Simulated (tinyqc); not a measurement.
Inside a calculation: stepped quantum well by finite differences. Values are carried at full precision from step to step, so a last printed digit may differ when a step is redone from the rounded ones.

Finite differences on points z_i at the centres of cells of width h: H_ii = (c/h^2)(1/m_(i-1/2) + 1/m_(i+1/2)) + V_i, H_(i,i+1) = -(c/h^2)/m_(i+1/2), where m_(i+1/2) is the mean of the masses at the two points (the end values are repeated outwards), psi = 0 on the points beyond both ends, c = hbar^2/2m0. The field adds e F (z - z0) with z0 the middle of the structure; 1 kV/cm = 1e-5 eV/angstrom.

Constants: hbar^2/2m0 = 3.80998211 eV angstrom^2.

Parameters, chosen for this exercise (near those of a GaAs well in AlGaAs; not measured data): layers = ((108, 0.251, 0.0927), (54, 0, 0.0678), (81, 0.073, 0.075), (108, 0.251, 0.0927)) (each layer: thickness in angstrom, band edge in eV, mass in m0); F = 0 kV/cm (field along z); h = 27 angstrom (cell width of the coarse grid); hf = 1.6875 angstrom (cell width of the fine grid).

## The coarse grid

List the points, the potential with the field, and the masses.

Grid:
```
i   z (angstrom)  V (eV)  m (m0)
1           13.5  0.2510  0.0927
2           40.5  0.2510  0.0927
3           67.5  0.2510  0.0927
4           94.5  0.2510  0.0927
5          121.5  0.0000  0.0678
6          148.5  0.0000  0.0678
7          175.5  0.0730  0.0750
8          202.5  0.0730  0.0750
9          229.5  0.0730  0.0750
10         256.5  0.2510  0.0927
11         283.5  0.2510  0.0927
12         310.5  0.2510  0.0927
13         337.5  0.2510  0.0927
```

## The tridiagonal Hamiltonian

Form the diagonal and the neighbouring elements; V in the grid already includes the field.

diagonal H_ii (eV): 0.3638  0.3638  0.3638  0.3725  0.1422  0.1503  0.2159  0.2124  0.2050  0.3697  0.3638  0.3638  0.3638

H_(i,i+1) (eV): -0.0564  -0.0564  -0.0564  -0.0651  -0.0771  -0.0732  -0.0697  -0.0697  -0.0623  -0.0564  -0.0564  -0.0564

## Lowest levels on the coarse grid

Diagonalise the symmetric tridiagonal matrix; give the three lowest levels and the weights u_i^2 (sum 1) of the two lowest.

levels (eV): 0.0426  0.1104  0.1714

weights on the points:
```
             1      2      3      4      5      6      7      8      9     10     11     12
level 1  0.000  0.000  0.000  0.015  0.362  0.454  0.128  0.033  0.007  0.000  0.000  0.000
level 2  0.000  0.000  0.001  0.010  0.144  0.005  0.130  0.387  0.302  0.019  0.001  0.000

            13
level 1  0.000
level 2  0.000
```

## Halving the cell width

The same with h, h/2, ..., h/32. The end points move with h, since psi vanishes half a cell beyond the structure. Richardson value (4 E(h/32) - E(h/16))/3.

Convergence:
```
cell (angstrom)  points  E1 (eV)  E2 (eV)  E1 - finest (meV)
27.0000              13  0.04261  0.11040             -7.897
13.5000              26  0.04825  0.11675             -2.260
6.7500               52  0.04993  0.11868             -0.581
3.3750              104  0.05037  0.11919             -0.140
1.6875              208  0.05048  0.11932             -0.028
0.8438              416  0.05051  0.11936              0.000
```

Richardson values of E1, E2 (eV): 0.05052  0.11937

The coarse grid is 7.9 meV too low in E1. The last differences between rows shrink by a factor 4.0 (4 for a pure h^2 error, 2 for one linear in h).

## Positions and dipoles on the fine grid

With h sum psi^2 = 1: <z - z0> of three levels, |z_12| and |z_13|, the mass m1 from 1/m1 = <1|1/m|1>, and f_1j = (m1/c)(E_j - E_1) z_1j^2.

levels (eV): 0.0505  0.1193  0.2007

<z - z0> (angstrom): -27.5  18.3  1.2

|z_12|, |z_13| (angstrom): 22.80  9.76

m1 = 0.0701 m0

f_12, f_13: 0.658  0.264

Parity is broken, so the 1-3 transition is allowed, with 0.4 times the strength of 1-2. E2 - E1 = 68.8 meV, a wavelength of 18.0 micrometre (hc = 1239.841984 eV nm).

## Checks

- E1 at zero field on the grid h/32 against transfer matrices between the same hard ends, eV: both 0.0505.

Run: tinyqc, `OMP_NUM_THREADS=1 python tinyqc.py 1252075 1252076 out.jsonl`; Intel(R) Xeon(R) Processor @ 2.30GHz, one thread, shared host; about 0.01 s of CPU time with all checks.
